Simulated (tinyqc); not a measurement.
# Junctionless gate-all-around wire, depletion approximation: two studies

A uniformly doped n-type wire of radius R under a surrounding gate; long channel. Below flat band a shell from radius rc to R is fully depleted and the neutral core, at channel potential V (0 at the source, Vd at the drain), carries the current with constant mobility; s = (rc/R)^2 is the share of the cross-section that conducts. The edge of the depleted shell is taken as abrupt, so there is no subthreshold current.

Values chosen for this exercise; material values close to those of germanium: relative permittivity of the semiconductor eps_r = 16.3; relative permittivity of the gate insulator eox = 3.9; insulator thickness tox = 3.9 nm; wire radius R = 6 nm; donor density Nd = 1.4e19 cm^-3; flat-band voltage Vfb = 0.52 V; effective mobility in the wire mu = 52 cm^2/(V s); gate length L = 0.1 um; drain voltage Vd = 0.2 V.

Constants: q = 1.602176634e-19 C, eps0 = 8.8541878128e-14 F/cm where lengths are in cm. Results are converted to the units shown.

Each table varies one quantity; the others keep the values above.

## Transfer curve

Cox = eps0 eox/(R ln(1 + tox/R)); A = q Nd R^2/(4 eps0 eps_r); B = q Nd R/(2 Cox); VT = Vfb - A - B. s solves Vfb - Vg + V = A (1 - s + s ln s) + B (1 - s), and s = 0 where the left side exceeds A + B. I = (q mu Nd pi R^2/L)[g(s0) - g(sL)], g = A (s^2/4 - (s^2/2) ln s) + B s^2/2, with s0 at V = 0 and sL at V = Vd.

Transfer curve:
```
Vg (V)        s0  rc at the source (nm)        sL    I (uA)
-0.15   0.048186                 1.3171         0  0.016535
-0.07    0.13460                 2.2013         0   0.11184
0.02     0.24433                 2.9658  0.019950   0.33253
0.1      0.35015                 3.5504   0.10071   0.58342
0.18     0.46252                 4.0805   0.19421   0.85695
0.26     0.58071                 4.5723   0.29636    1.1488
0.34     0.70424                 5.0352   0.40557    1.4565
0.43     0.84916                 5.5290   0.53574    1.8200
0.51     0.98296                 5.9486   0.65732    2.1572
```

Between VT = -0.205 V and flat band, the core radius rises from 1.32 to 5.95 nm and the current rises from 0.0165 to 2.16 uA. The drain end is pinched off in 2 of the 9 rows. ds0/dVg is 1.08 1/V between the first two rows and 1.67 1/V between the last two: the gate acts more strongly when the depleted shell between it and the core is thin. For Vg = -0.15 to -0.07 V the core at the source is under two Debye lengths (at 300 K) in radius, so the abrupt edge fails.

## Effect of the wire radius on the threshold

Same model as above.

The flat-band conductance is G0 = q mu Nd pi R^2/L.

Effect of the wire radius on the threshold:
```
R (nm)  Cox (uF/cm^2)     A (V)    B (V)     VT (V)  G0 (uS)
2              1.5960  0.015542  0.14054    0.36392   1.4657
2.7            1.4309  0.028325  0.21163    0.28005   2.6713
3.6            1.3069  0.050356  0.30894    0.16070   4.7489
4.9            1.2036  0.093290  0.45659  -0.029880   8.7980
6.6            1.1268   0.16925  0.65688   -0.30613   15.962
8.9            1.0677   0.30777  0.93487   -0.72264   29.025
12             1.0226   0.55951   1.3161    -1.3556   52.766
```

What does the table show?

As R goes from 2 to 12 nm, VT falls from 0.364 to -1.36 V and G0 rises from 1.47 to 52.8 uS. A + B goes on average as R^(1.39). The device is normally off (VT > 0) in 3 of the 7 rows. More conductance costs threshold voltage: the same dopants that conduct must be depleted. At R = 2 nm the radius is under two Debye lengths (at 300 K), so the depletion picture is rough. For R = 2 to 2.7 nm quantum confinement, left out here, matters.

Numbers from tinyqc (`OMP_NUM_THREADS=1 python tinyqc.py 2460097 2460098 out.jsonl`; about 0.01 s on one thread of a shared Intel Xeon 2.30GHz).
